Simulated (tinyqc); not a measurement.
# Area and perimeter leakage from two diodes

Inverse problem. A square diode and a finger diode leak I = JA area + JP perimeter. Find JA, JP and the side of the square at which both parts are equal.

areas (um^2): 90000  232000
perimeters (um): 1200  47560
leakage currents (pA): 1.179  19.047200

Solution. Two linear equations give JA and JP; for a square of side a, JA a^2 = 4 JP a at a = 4 JP/JA.

JA = 8.30e-10 A/cm^2
JP = 3.60e-12 A/cm
side for equal parts = 173 um

Computed by the program tinyqc: `OMP_NUM_THREADS=1 python tinyqc.py 2290173 2290174 out.jsonl`, one thread of a shared Intel Xeon 2.30GHz, about 0.01 s for the whole run.
